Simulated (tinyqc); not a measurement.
From results back to parameters: valence-band offset from core levels. Four cases, with inputs chosen for the exercise.

Problem. At an interface of A and B the binding energy of the core level of B exceeds that of A by dCL. Binding energy of a core level = (EF - Ev) + CL, with one Fermi level for both sides. Find dEv = Ev(A) - Ev(B) and dEc = Eg2 - Eg1 - dEv with the corrected (second) gaps.

Find: dEv; dEc.

Method. dCL = (EF - Ev(B)) + CL_B - (EF - Ev(A)) - CL_A = dEv + CL_B - CL_A; the Fermi level drops out.

Case 1.

Values chosen (out of a larger set: gaps near those of InAs and GaSb; not measured data): CL = (51.29, 53.4) eV (depth of a core level below the valence top in bulk A and bulk B); Eg1 = (0.05, 0.42) eV (gap of A: semi-local value, corrected value); Eg2 = (0.1, 0.84) eV (gap of B: semi-local value, corrected value).

dCL = 1.5671 eV

Solution.

dEv = -0.54 eV
dEc = 0.96 eV

Case 2.

Values chosen (out of a larger set: gaps near those of Si and Ge; not measured data): CL = (35.24, 91.79) eV (depth of a core level below the valence top in bulk A and bulk B); Eg1 = (0.62, 1.21) eV (gap of A: semi-local value, corrected value); Eg2 = (0.1, 0.73) eV (gap of B: semi-local value, corrected value).

dCL = 55.8855 eV

Solution.

dEv = -0.66 eV
dEc = 0.18 eV

Case 3.

Values chosen (out of a larger set: gaps near those of Si and Ge; not measured data): CL = (39.32, 40.09) eV (depth of a core level below the valence top in bulk A and bulk B); Eg1 = (0.63, 1.18) eV (gap of A: semi-local value, corrected value); Eg2 = (0.1, 0.74) eV (gap of B: semi-local value, corrected value).

dCL = 0.2824 eV

Solution.

dEv = -0.49 eV
dEc = 0.05 eV

Case 4.

Values chosen (out of a larger set: gaps near those of GaAs and AlAs; not measured data): CL = (19.73, 44.03) eV (depth of a core level below the valence top in bulk A and bulk B); Eg1 = (0.51, 1.48) eV (gap of A: semi-local value, corrected value); Eg2 = (1.34, 2.14) eV (gap of B: semi-local value, corrected value).

dCL = 24.7043 eV

Solution.

dEv = 0.40 eV
dEc = 0.26 eV

Computed by tinyqc, one run a case: `OMP_NUM_THREADS=1 python tinyqc.py N N+1 out.jsonl` with N = 1850252, 1850268, 1850278, 1850301; one thread of a shared Intel(R) Xeon(R) Processor @ 2.30GHz, about 0.01 s a run at most.
